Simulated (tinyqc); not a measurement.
Size of the sine basis: hole subbands of a hard-walled well, four-band Luttinger model.

Hole energies are counted downwards from the unstrained band edge, c = hbar^2/2m0. After the usual block transformation one block is H = [[P + Q - Zs, R - i S], [R + i S, P - Q + Zs]] in (heavy, light), with P +/- Q = c [(g1 +/- g2) k^2 + (g1 -/+ 2 g2) kz^2], R = sqrt(3) c gR k^2, S = 2 sqrt(3) c g3 k kz, kz = -i d/dz; axial approximation gR = (g2 + g3)/2. Zs = b (e_par - e_perp) is the shear part of the strain (the hydrostatic part shifts all levels alike and is left out). Basis sqrt(2/L) sin(n pi z/L), n = 1 to N, for each component: kz^2 gives (n pi/L)^2 and the heavy-light block is R delta_nm - 2 sqrt(3) c g3 k D_nm with D_nm = 4 n m/(L (n^2 - m^2)) for n + m odd, 0 otherwise. The other block has the same levels. The split-off band is left out, a severe simplification for a spin-orbit splitting near 0.04 eV.

Constants: hbar^2/2m0 = 3.80998211 eV angstrom^2.

Inputs chosen for the exercise (near those of Si; shifted at random, so the results belong to these values and not to a real crystal):
- g1 = 4.35 (Luttinger gamma1)
- g2 = 0.34 (gamma2)
- g3 = 1.46 (gamma3)
- L = 120 angstrom (well width along [001])
- k = 0.0287 1/angstrom (wave vector in the plane)

shear strain energy Zs = 0.034695 eV

The four lowest hole energies at the given k for growing N.

Hole energies (meV):
```
N        E1      E2      E3       E4
2   -12.076  14.780  64.036  101.459
3   -12.155  11.800  55.582   63.743
4   -12.213  11.712  51.485   63.075
6   -12.236  11.546  51.203   63.004
10  -12.246  11.494  51.114   62.981
20  -12.248  11.481  51.091   62.976
40  -12.249  11.480  51.088   62.975
80  -12.249  11.479  51.088   62.975
```

Is N = 3 enough for 1 meV in the two lowest levels?

Yes: against N = 80, N = 3 errs by up to 0.32 meV in E1 and E2, always upwards, as a variational basis must. Both are within 0.1 meV of N = 80 from N = 6 on; N = 40 and N = 80 differ by 2.0e-04 meV at most.

Program tinyqc; command `OMP_NUM_THREADS=1 python tinyqc.py 1280046 1280047 out.jsonl`; about 0.1 s on one thread of a shared Intel(R) Xeon(R) Processor @ 2.30GHz.
